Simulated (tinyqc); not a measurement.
# Resistance of a tapered via with liner, size effect and interface: several studies

A round via whose diameter grows from db at the bottom as D(z) = db + 2 z/tan(ang). The fill, of diameter D - 2 tl, starts above the bottom liner (thickness fb tl) and has rho = rho0 (1 + ks lam/(D - 2 tl)); the sidewall liner conducts in parallel with it. The bottom liner and the interface are crossed over the full area pi db^2/4. Spreading in the lines above and below is left out.

Inputs (values chosen for the exercise); fill metal close to copper:
```
symbol,value,unit,meaning
db,24,nm,diameter at the bottom
hv,69,nm,height
ang,85,degrees,sidewall angle
rho0,1.71,uohm cm,bulk resistivity of the fill
lam,39.5,nm,mean free path of the fill
ks,1,,size-effect factor
tl,2.1,nm,liner on the sidewall
fb,0.5,,liner at the bottom over that on the sidewall
rl,460,uohm cm,resistivity of the liner
ri,3.5e-12,ohm cm^2,interface resistivity at the bottom
Sb,1.1e15,S/m^2,"ballistic conductance per area, about 3/(4 rho0 lam)"
rho2,5.25,uohm cm,bulk resistivity of the second fill (close to molybdenum)
lam2,11,nm,its mean free path
tl2,0.3,nm,its liner
```

Each table varies one quantity; the others keep the values above.

## Via resistance against the diameter at the bottom

Slices between z0 = fb tl and hv, evaluated at their midpoints: conductance per length pi/4 [(D - 2 tl)^2/rho + (D^2 - (D - 2 tl)^2)/rl], slice resistance = slice height over that. 2000 slices. R_fill = sum of the slices; R_bottom = rl fb tl/(pi db^2/4); R_interface = ri/(pi db^2/4); ballistic (Sharvin) limit 1/(Sb pi (db - 2 tl)^2/4); ideal cylinder rho0 hv/(pi db^2/4).

Via resistance against the diameter at the bottom:

| db (nm) | R_fill (ohm) | R_bottom (ohm) | R_interface (ohm) | R (ohm) | ballistic limit (ohm) | R over ideal cylinder | largest part |
|---|---|---|---|---|---|---|---|
| 8.3 | 138.29 | 89.269 | 6.4688 | 234.03 | 68.857 | 10.732 | fill |
| 11 | 53.570 | 50.824 | 3.6829 | 108.08 | 25.032 | 8.7049 | fill |
| 16 | 17.823 | 24.022 | 1.7408 | 43.587 | 8.3129 | 7.4274 | bottom liner |
| 22 | 7.5657 | 12.706 | 0.92073 | 21.192 | 3.6532 | 6.8277 | bottom liner |
| 30 | 3.4214 | 6.8331 | 0.49515 | 10.750 | 1.7389 | 6.4399 | bottom liner |
| 42 | 1.4941 | 3.4863 | 0.25263 | 5.2330 | 0.81009 | 6.1446 | bottom liner |
| 58 | 0.69233 | 1.8281 | 0.13247 | 2.6529 | 0.39990 | 5.9405 | bottom liner |
| 80 | 0.32877 | 0.96090 | 0.069630 | 1.3593 | 0.20146 | 5.7908 | bottom liner |

R falls from 234 to 1.36 ohm. The fill is the largest part at db = 8.3, the bottom liner from 16 on. R goes as db^(-2.74) between the first two rows and db^(-2.08) between the last two; area alone gives -2. For db = 30, 42, 58, 80 the ballistic limit exceeds half of R_fill, so the diffusive model understates R.

## Via resistance against the sidewall angle

Same model as above.

2000 slices.

The same in every row: R_bottom (ohm) = 10.68; R_interface (ohm) = 0.7737; ballistic limit (ohm) = 2.952.

Via resistance against the sidewall angle:

| ang (degrees) | R_fill (ohm) | R (ohm) | R over ideal cylinder | largest part |
|---|---|---|---|---|
| 90 | 11.24 | 22.69 | 8.701 | fill |
| 89 | 9.642 | 21.09 | 8.087 | bottom liner |
| 88 | 8.418 | 19.87 | 7.618 | bottom liner |
| 87 | 7.453 | 18.90 | 7.248 | bottom liner |
| 86 | 6.675 | 18.13 | 6.950 | bottom liner |
| 84 | 5.500 | 16.95 | 6.499 | bottom liner |
| 82 | 4.655 | 16.11 | 6.175 | bottom liner |

R falls from 22.7 to 16.1 ohm. The fill is the largest part at ang = 90, the bottom liner from 89 on. The share of the two bottom terms goes from 50.5 to 71.1 %. For ang = 84, 82 the ballistic limit exceeds half of R_fill, so the diffusive model understates R.

## Two fill metals against the diameter

2000 slices. R_fill = sum of the slices; R_bottom = rl fb tl/(pi db^2/4); R_interface = ri/(pi db^2/4). The second fill has rho2, lam2 and tl2 in place of rho0, lam and tl.

Results:

| db (nm) | R, first fill (ohm) | R, second fill (ohm) | ratio second/first |
|---|---|---|---|
| 8.5 | 218.2 | 75.42 | 0.3457 |
| 12 | 86.77 | 38.59 | 0.4447 |
| 17 | 37.90 | 19.60 | 0.5172 |
| 24 | 17.49 | 9.991 | 0.5714 |
| 49 | 3.779 | 2.444 | 0.6468 |
| 70 | 1.793 | 1.203 | 0.6711 |
| 100 | 0.8579 | 0.5911 | 0.6890 |

Estimate the missing row, db = 35 nm.

Computed row:

| db (nm) | R, first fill (ohm) | R, second fill (ohm) | ratio second/first |
|---|---|---|---|
| 35 | 7.716 | 4.756 | 0.6164 |

With this row back in the table: The ratio goes from 0.346 to 0.689. The second fill gives the lower R in every row.

tinyqc, about 0.01 s, one thread, Intel Xeon 2.30GHz (shared host): `OMP_NUM_THREADS=1 python tinyqc.py 2750182 2750183 out.jsonl`
